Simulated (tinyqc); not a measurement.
Inside a calculation. Method: one-electron ion in a basis of Gaussians. Computed by tinyqc, a small Python program that keeps every step. Settings: Z = 1, l = 1. Command: `OMP_NUM_THREADS=1 python tinyqc.py 30425 30426 out.jsonl` (the two numbers bound the seeds that draw the settings). One thread of a shared host (Intel(R) Xeon(R) Processor @ 2.60GHz), about 0.01 s of CPU time with the checks.

## Matrices over normalised Gaussians

exponents of r^l exp(-a r^2) (1/bohr^2): 0.017000  0.050910  0.152400  0.456500  1.367000  4.093000

Z = 1

l = 1

With p = a_i + a_j and I(k) = Gamma((k+1)/2) / (2 p^((k+1)/2)): S = I(2l+2), T = (2l+3) a_i a_j S / p, V = -Z I(2l+1), each divided by sqrt(S_ii S_jj).

S, lower triangle:
```
          1         2         3         4         5         6
1  1.000000
2  0.698724  1.000000
3  0.279952  0.698897  1.000000
4  0.084457  0.279887  0.698622  1.000000
5  0.022778  0.084463  0.279793  0.698751  1.000000
6  0.005903  0.022783  0.084443  0.279910  0.698805  1.000000
```

T (hartree), lower triangle:
```
          1         2         3         4         5          6
1  0.042500
2  0.044524  0.127275
3  0.021408  0.133356  0.381000
4  0.006921  0.064097  0.399109  1.141250
5  0.001912  0.020728  0.191817  1.195627  3.417500
6  0.000500  0.005728  0.062035  0.574788  3.580501  10.232500
```

V (hartree), lower triangle:
```
           1          2          3          4          5          6
1  -0.138709
2  -0.136973  -0.240038
3  -0.086677  -0.237059  -0.415309
4  -0.043718  -0.149977  -0.410090  -0.718785
5  -0.020158  -0.075658  -0.259440  -0.709805  -1.243836
6  -0.009003  -0.034888  -0.130884  -0.449122  -1.228334  -2.152284
```

## Generalised eigenproblem

H = T + V (hartree), lower triangle:
```
           1          2          3         4         5         6
1  -0.096209
2  -0.092449  -0.112763
3  -0.065269  -0.103703  -0.034309
4  -0.036797  -0.085880  -0.010980  0.422465
5  -0.018245  -0.054930  -0.067622  0.485822  2.173664
6  -0.008503  -0.029160  -0.068848  0.125666  2.352168  8.080216
```

Solve H C = S C e through S^(-1/2); each column has its largest component positive (the first on a tie).

eigenvalues of S: 0.054163  0.151597  0.396602  0.908395  1.760247  2.728996

eigenvalues (hartree): -0.124948  -0.043109  0.159606  0.956968  3.717377  13.061169

coefficients:
```
          1          2          3          4          5          6
1  0.344569   1.301914  -0.754326   0.311659   0.139603  -0.065416
2  0.584530  -0.968594   1.775082  -0.947145  -0.431233   0.200104
3  0.191614  -0.130506  -1.567021   1.776013   0.946159  -0.440118
4  0.037916  -0.053832   0.087755  -1.754992  -1.695613   0.884757
5  0.005654  -0.000990  -0.057823   0.201670   1.763502  -1.548621
6  0.001139  -0.001882   0.005623  -0.051539  -0.183578   1.570877
```

For Z = 1 and l = 1 the exact lowest level is -Z^2/(2 n^2) with n = l + 1: -0.125000 hartree.
